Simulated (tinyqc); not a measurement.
Hubbard chain of 4 sites, step by step. Computed by tinyqc, a small Python program that keeps every step. Settings: hopping = 0.58, U = 5.1, mixing = 1, iteration cap = 65. Command: `OMP_NUM_THREADS=1 python tinyqc.py 20566 20567 out.jsonl` (the two numbers bound the seeds that draw the settings). One thread of a shared host (Intel(R) Xeon(R) Processor @ 2.60GHz), about 0.2 s of CPU time with the checks. Later iterations appear only in the table of the cycle.

## Mean-field iteration 1

one-body matrix (hopping and site energies) (eV), lower triangle:
```
         1        2        3        4
1   0.3900
2  -0.5800  -0.9100
3   0.0000  -0.5800  -0.8400
4   0.0000   0.0000  -0.5800  -0.2100
```

U = 5.1000 eV

electrons, up and down: 2  1

mixing = 1

n(up) at the start (a guess, not normalised): 1 0.9500, 2 0.0500, 3 0.9500, 4 0.0500

n(down) at the start (a guess): 1 0.0000, 2 0.7000, 3 0.0000, 4 0.7000

H(up) = T + U n(down), H(down) = T + U n(up); fill the lowest levels; n(new) = n + mixing (n(out) - n); E = tr T (rho up + rho down) + U sum n_up n_down of the output.

levels, up (eV): -1.0148  0.2642  2.8720  3.4487

levels, down (eV): -0.7875  -0.0294  4.1526  5.2943

energy = -1.7487 eV

n(up) after iteration 1: 1 0.9496, 2 0.0716, 3 0.9617, 4 0.0171

n(down) after iteration 1: 1 0.0090, 2 0.9660, 3 0.0169, 4 0.0082

## Mean-field iteration 2

As before.

levels, up (eV): -1.1607  0.1562  0.3587  4.1758

levels, down (eV): -0.6828  -0.1894  4.2085  5.2936

energy = -2.1068 eV

n(up) after iteration 2: 1 0.0475, 2 0.0208, 3 0.9617, 4 0.9700

n(down) after iteration 2: 1 0.0092, 2 0.9522, 3 0.0186, 4 0.0200

## Mean-field iteration 3

As before.

levels, up (eV): -1.1400  0.2005  0.3611  4.1084

levels, down (eV): -1.0682  0.8259  3.7861  5.0863

energy = -2.2851 eV

n(up) after iteration 3: 1 0.0771, 2 0.0232, 3 0.9519, 4 0.9478

n(down) after iteration 3: 1 0.1030, 2 0.8853, 3 0.0116, 4 0.0001

## Convergence

Each step fills the lowest levels of T + U n(other spin) and sets n(new) = n + mixing (n(out) - n); stop when output and input agree to 1e-8.

Course of the cycle:
```
iteration     E (eV)  largest |n(out) - n(in)|  mean |n_up - n_down|
1          -1.748729                  6.92e-01                0.6972
2          -2.106826                  9.53e-01                0.7157
3          -2.285124                  9.39e-02                0.6940
4          -2.313040                  7.16e-02                0.7310
5          -2.318829                  3.63e-02                0.7314
6          -2.319124                  1.95e-03                0.7318
7          -2.319141                  2.06e-03                0.7318
8          -2.319141                  8.64e-05                0.7318
9          -2.319141                  1.05e-04                0.7318
10         -2.319141                  4.55e-06                0.7318
11         -2.319141                  5.37e-06                0.7318
12         -2.319141                  2.32e-07                0.7318
13         -2.319141                  2.74e-07                0.7318
14         -2.319141                  1.18e-08                0.7318
15         -2.319141                  1.40e-08                0.7318
16         -2.319141                  6.04e-10                0.7318
```

local moments n_up - n_down: 1 -0.1237, 2 -0.8398, 3 0.9659, 4 0.9977

Converged in 16 iterations. But random starts reach -2.44870 eV, so this is another stationary point, not the lowest one. Reruns (cap 100 unless said): mixing 0.2: not converged; mixing 0.5: converged in 44 to a higher stationary point (E = -2.31914); mixing 0.9: converged in 19 to a higher stationary point (E = -2.31914). Before convergence this energy mixes input and output and is not variational, so it may rise towards its limit.

## Exact diagonalisation (24 states)

Lowest levels of the sector, and the double occupancy of the lowest state.

lowest levels (eV): -2.6165  -2.3586  -2.2264  -2.0399  -1.8484  -1.7411

double occupancy per site = 0.0178

The mean-field solution above lies 0.2974 eV above the exact energy.

## The lowest level by Lanczos steps

From a random start vector (not printed): a_j = <q_j|H|q_j>, b_j = norm of the remainder after orthogonalising; the Ritz value is the lowest eigenvalue of the tridiagonal matrix of a and b so far.

Lanczos:
```
j   a_j (eV)  b_j (eV)  lowest Ritz value (eV)
1     1.5067    2.9918                1.506653
2     1.7841    1.9259               -1.349680
3     1.0881    2.3244               -1.985678
4     1.3319    1.9073               -2.373703
5     2.2346    1.9759               -2.494993
6     1.1363    2.7777               -2.538767
7     2.9650    2.0894               -2.580478
8     1.5152    2.0330               -2.602878
9     2.0664    1.0368               -2.613270
10    0.9494    2.3878               -2.614336
```
